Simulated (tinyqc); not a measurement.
Self-heating of a transistor with one or more fingers, with temperature-dependent conductivity: one step, computed by the program tinyqc. Command: `OMP_NUM_THREADS=1 python tinyqc.py 3016381 3016382 out.jsonl selfheat walk`. One thread of a shared host (Intel(R) Xeon(R) Processor @ 2.30GHz), about 0.05 s of CPU time with the checks.

N long parallel fingers lie on the top face of a slab whose bottom is held at T_0; the top is otherwise insulated, and heat flows in two dimensions. P in W/mm is 1000 P in W/m.

Task: Correction for the falling conductivity. Kirchhoff transformation for kappa = kappa_0 (T/T_0)^-m: T = T_0 [1 - (m - 1) theta/T_0]^(-1/(m - 1)), where theta is the linear rise. The bracket vanishes at the power P T_0/((m - 1) theta).

Inputs (values chosen for the exercise, modelled on gallium oxide): exponent m in kappa ~ T^-m = 1.27; base temperature T_0 = 300 K; power per gate width P = 0.1 W/mm.

Power: power rises with temperature.

largest theta = 14.21341 K

Give: peak temperature; true rise; true rise / linear rise; power at which the formula diverges.

Result:

peak temperature = 314.65 K

true rise = 14.652 K

true rise / linear rise = 1.0308

power at which the formula diverges = 7.8173 W/mm

The falling conductivity adds 3.1 % to the rise.
